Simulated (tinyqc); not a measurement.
Long-channel MOSFET, surface-potential model: one step of the calculation.

n-channel transistor on a uniformly doped p-type body, gradual-channel approximation, constant mobility, Boltzmann statistics, full ionisation. Potentials are counted from the neutral body; V is the electron quasi-Fermi potential, Vsb at the source and Vsb + Vds at the drain. Charges are magnitudes per area.

Question. Inversion charge along the channel. The surface potential psi at channel potential V solves Vgs + Vsb - Vfb - psi = gamma sqrt(G), G = psi - Vt + Vt exp((psi - 2 phiF - V)/Vt). Charge sheet: Qi = Cox gamma [sqrt(G) - sqrt(psi - Vt)]. Pao-Sah: Qi = (Cox gamma/2) integral from 3 Vt to psi of exp((u - 2 phiF - V)/Vt)/sqrt(G(u, V)) du.

Values chosen for this exercise; material values close to those of gallium nitride:
```
symbol,value,unit,meaning
T,250,K,temperature
Vfb,-1.26,V,flat-band voltage
Vsb,0,V,source-body reverse bias
Vgs,3.6,V,gate-source voltage
```

Constants: q = 1.602176634e-19 C, kB = 1.380649e-23 J/K, Vt = kB T/q. Results are converted to the units shown.

V, point 0 to 8 (V): 0  0.1  0.2  0.3  0.4  0.5  0.6  0.7  0.8
phiF = 1.5630432 V
Cox = 0.14474672 uF/cm^2
gamma = 0.74062011 V^0.5

Wanted: psi; Qi, charge sheet; Qi, Pao-Sah.

Answer.

```
point	psi (V)	Qi, charge sheet (nC/cm^2)	Qi, Pao-Sah (nC/cm^2)
0	3.220	45.62	45.77
1	3.311	29.86	29.95
2	3.395	15.09	15.14
3	3.463	3.383	3.394
4	3.482	0.07935	0.07960
5	3.482	7.813e-4	7.837e-4
6	3.482	7.533e-6	7.557e-6
7	3.482	7.262e-8	7.285e-8
8	3.482	7.001e-10	7.023e-10
```

At the source the charge-sheet charge is 0.32 % below the Pao-Sah one.

tinyqc, about 0.04 s, one thread, Intel Xeon 2.30GHz (shared host): `OMP_NUM_THREADS=1 python tinyqc.py 2360052 2360053 out.jsonl`
